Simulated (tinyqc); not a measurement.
Worked calculation: plane-wave Kohn-Sham cycle with exchange-only LDA in a layered model solid. One step of it, computed by the program tinyqc.

Problem. Iteration 2: levels at that k. Diagonalise the Hermitian matrix.

H (hartree):
```
           -3         -2         -1         +0         +1         +2         +3
-3   3.051521  -0.216293   0.099845   0.000148   0.000029  -0.000004   0.000000
-2  -0.216293   1.249183  -0.216293   0.099845   0.000148   0.000029  -0.000004
-1   0.099845  -0.216293   0.167780  -0.216293   0.099845   0.000148   0.000029
+0   0.000148   0.099845  -0.216293  -0.192688  -0.216293   0.099845   0.000148
+1   0.000029   0.000148   0.099845  -0.216293   0.167780  -0.216293   0.099845
+2  -0.000004   0.000029   0.000148   0.099845  -0.216293   1.249183  -0.216293
+3   0.000000  -0.000004   0.000029   0.000148   0.099845  -0.216293   3.051521
```

Give: eigenvalues.

Solution.

eigenvalues (hartree): -0.3466  0.0283  0.3472  1.2580  1.2922  3.0823  3.0830
